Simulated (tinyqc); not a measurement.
Worked calculation: tight binding, kagome lattice. Computed by tinyqc, a small Python program that keeps every step. Settings: t1 = 1.12, t2 = 1.12, delta = 0.51, bands filled = 1. Command: `OMP_NUM_THREADS=1 python tinyqc.py 29155 29156 out.jsonl` (the two numbers bound the seeds that draw the settings). One thread of a shared host (Intel(R) Xeon(R) Processor @ 2.60GHz), about 0.01 s of CPU time with the checks.

## Bloch Hamiltonian at k

Parameters chosen for this model:
```
parameter     value                unit
t1         1.120000    eV, up triangles
t2         1.120000  eV, down triangles
delta      0.510000        eV on site C
```

k point k (fractions of the reciprocal vectors): [0.3100, 0.3200]

H_AB = -t1 - t2 exp(-i k.a1), H_AC = -t1 - t2 exp(-i k.a2), H_BC = -t1 - t2 exp(i k.(a1 - a2)), H_CC = delta.

H(k) at k (eV), order A, B, C:
$$\begin{pmatrix}
0.0000 & -0.7077+1.0413i & -0.6431+1.0134i \\
-0.7077-1.0413i & 0.0000 & -2.2378+0.0703i \\
-0.6431-1.0134i & -2.2378-0.0703i & 0.5100
\end{pmatrix}$$

## Levels at k

Diagonalise the Hermitian matrix.

eigenvalues (eV): [-3.0046, 1.0044, 2.5101]

weights |c|^2 of the basis functions, order A, B, C:
$$\begin{pmatrix}
0.2509 & 0.7481 & 0.0010 \\
0.4125 & 0.1564 & 0.4311 \\
0.3366 & 0.0955 & 0.5679
\end{pmatrix}$$

## Bloch Hamiltonian at K

k point K (fractions of the reciprocal vectors): [0.3333, 0.6667]

As before.

H(k) at K (eV), order A, B, C:
$$\begin{pmatrix}
0.0000 & -0.5600+0.9699i & -0.5600-0.9699i \\
-0.5600-0.9699i & 0.0000 & -0.5600+0.9699i \\
-0.5600+0.9699i & -0.5600-0.9699i & 0.5100
\end{pmatrix}$$

## Levels at K

As before.

eigenvalues (eV): [-1.1200, -0.7980, 2.4280]

weights |c|^2 of the basis functions, order A, B, C:
$$\begin{pmatrix}
0.5000 & 0.2027 & 0.2973 \\
0.5000 & 0.2027 & 0.2973 \\
0.0000 & 0.5945 & 0.4055
\end{pmatrix}$$

## Bands along a path

The same steps at evenly spaced points between the labelled ones.

Bands along the path (eV):
```
k           band 1   band 2  band 3
G          -4.3184   2.2400  2.5884
G-K 0.25   -4.0228   2.0989  2.4339
G-K 0.50   -3.2180   1.3555  2.3725
G-K 0.75   -2.1290   0.2517  2.3873
K          -1.1200  -0.7980  2.4280
K-M 0.25   -1.3596  -0.5852  2.4548
K-M 0.50   -1.7035  -0.2680  2.4814
K-M 0.75   -1.9240  -0.0678  2.5018
M          -1.9995        0  2.5095
M-K' 0.25  -1.9240  -0.0678  2.5018
M-K' 0.50  -1.7035  -0.2680  2.4814
M-K' 0.75  -1.3596  -0.5852  2.4548
K'         -1.1200  -0.7980  2.4280
```

With 1 band(s) filled, the highest filled level on these points lies at K' and the lowest empty one at K': a gap of 0.3220 eV, direct.
